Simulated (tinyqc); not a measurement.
Static screening by free carriers: one step. Screening at finite temperature. Five cases, with inputs chosen for the exercise.

Question. Solve for eta and form qs.

kF = (3 pi^2 n/Mv)^(1/3), EF = c kF^2/m with c = hbar^2/2m0, n in 1/angstrom^3 (1e-24 per 1/cm^3), e2 = e^2/(4 pi eps0). Thomas-Fermi: qTF^2 = 6 pi e2 n/(eps EF). Debye: qD^2 = 4 pi e2 n/(eps kB T).

F_j(eta) = (1/Gamma(j + 1)) integral_0^infinity x^j dx/(1 + exp(x - eta)), which tends to exp(eta) for eta << 0.

At finite T: qs^2 = qD^2 F_-1/2(eta)/F_1/2(eta), where n = Mv N F_1/2(eta) and N = 2 (m kB T/(4 pi c))^(3/2) with c = hbar^2/2m0, in 1/angstrom^3; times 1e24 for 1/cm^3.

Constants: hbar^2/2m0 = 3.80998211 eV angstrom^2; e^2/(4 pi eps0) = 14.39964547 eV angstrom; kB = 8.617333262e-05 eV/K.

Give: n/(Mv N); eta; qs; screening length 1/qs.

Case 1.

Values chosen (near those of GaN; the results hold for these values, not for the real material): n = 5e+16 1/cm^3 (carrier density); m = 0.201 m0 (mass of one isotropic valley); Mv = 1 (valleys); eps = 9.39 (background dielectric constant); T = 200 K.

Answer.

n/(Mv N) = 0.04062
eta = -3.189
qs = 0.007424 1/angstrom
screening length 1/qs = 134.7 angstrom

qs is 0.993 of the Debye value and 0.306 of the Thomas-Fermi value.

Case 2.

Values chosen (near those of Si; the results hold for these values, not for the real material): n = 1.7e+18 1/cm^3 (carrier density); m = 0.3284 m0 (mass of one isotropic valley); Mv = 6 (valleys); eps = 11 (background dielectric constant); T = 300 K.

Answer.

n/(Mv N) = 0.06000
eta = -2.792
qs = 0.03255 1/angstrom
screening length 1/qs = 30.72 angstrom

qs is 0.990 of the Debye value and 0.348 of the Thomas-Fermi value.

Case 3.

Values chosen (near those of Si; the results hold for these values, not for the real material): n = 5.5e+18 1/cm^3 (carrier density); m = 0.3219 m0 (mass of one isotropic valley); Mv = 6 (valleys); eps = 11.4 (background dielectric constant); T = 300 K.

Answer.

n/(Mv N) = 0.2000
eta = -1.539
qs = 0.05617 1/angstrom
screening length 1/qs = 17.80 angstrom

qs is 0.967 of the Debye value and 0.507 of the Thomas-Fermi value.

Case 4.

Values chosen (near those of GaAs; the results hold for these values, not for the real material): n = 3.5e+16 1/cm^3 (carrier density); m = 0.0654 m0 (mass of one isotropic valley); Mv = 1 (valleys); eps = 13.1 (background dielectric constant); T = 300 K.

Answer.

n/(Mv N) = 0.08339
eta = -2.455
qs = 0.004262 1/angstrom
screening length 1/qs = 234.6 angstrom

qs is 0.986 of the Debye value and 0.387 of the Thomas-Fermi value.

Case 5.

Values chosen (near those of GaAs; the results hold for these values, not for the real material): n = 6.5e+15 1/cm^3 (carrier density); m = 0.0652 m0 (mass of one isotropic valley); Mv = 1 (valleys); eps = 12.7 (background dielectric constant); T = 77 K.

Answer.

n/(Mv N) = 0.1197
eta = -2.081
qs = 0.003660 1/angstrom
screening length 1/qs = 273.3 angstrom

qs is 0.980 of the Debye value and 0.433 of the Thomas-Fermi value.

Computed by tinyqc, one run a case: `OMP_NUM_THREADS=1 python tinyqc.py N N+1 out.jsonl` with N = 1650842, 1650970, 1651124, 1651384, 1651578; one thread of a shared Intel(R) Xeon(R) Processor @ 2.30GHz, about 0.01 s a run at most.
